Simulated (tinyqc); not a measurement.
Inside a calculation. Method: plane-wave Kohn-Sham cycle with exchange-only LDA in a layered model solid. One step of it, computed by the program tinyqc.

Problem. Iteration 1: Hamiltonian at one k. H(m,m') = (k + G_m)^2/2 delta + V(G_m - G_m'), with V(-G) = V(G).

A solid whose potential varies along x alone (atomic units):
```
parameter                      value
period a                    5.100000
cross-section of the cell  10.000000
electrons per cell                 2
grid points                       16
plane waves -n..n, n               2
k points                           1
V1 in V1 cos(2 pi x/a)     -0.130000
V2 in V2 cos(4 pi x/a)      0.120000
```

V(G_m), m = 0, 1, 2, ... (hartree): -0.334562  -0.065000  0.060000  0.000000  0.000000

k = 0.000000 2 pi / a

Give: H.

Solution.

H (hartree), lower triangle:
```
         -2       -1       +0       +1      +2
-2   2.7011
-1  -0.0650   0.4243
+0   0.0600  -0.0650  -0.3346
+1   0.0000   0.0600  -0.0650   0.4243
+2   0.0000   0.0000   0.0600  -0.0650  2.7011
```
